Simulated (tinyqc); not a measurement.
Inside a calculation. Method: UHF in the 3-21g basis, for H2+, spin multiplicity 2. One step of it, computed by the program tinyqc.

Question. Orthogonalisation. S = U s U^T; symmetric (Loewdin) form X = U s^(-1/2) U^T, so that X^T S X = 1.

overlap S, lower triangle:
```
          1H 1s     1H 2s     2H 1s     2H 2s
1H 1s  1.000000
1H 2s  0.645899  1.000000
2H 1s  0.112611  0.307262  1.000000
2H 2s  0.307262  0.637590  0.645899  1.000000
```

Give: eigenvalues of S; X.

Answer.

eigenvalues of S: 0.1964  0.3865  1.0534  2.3637

X, lower triangle:
```
         1H 1s    1H 2s    2H 1s   2H 2s
1H 1s   1.2397
1H 2s  -0.4842   1.5051
2H 1s   0.0170   0.0223   1.2397
2H 2s   0.0223  -0.5028  -0.4842  1.5051
```
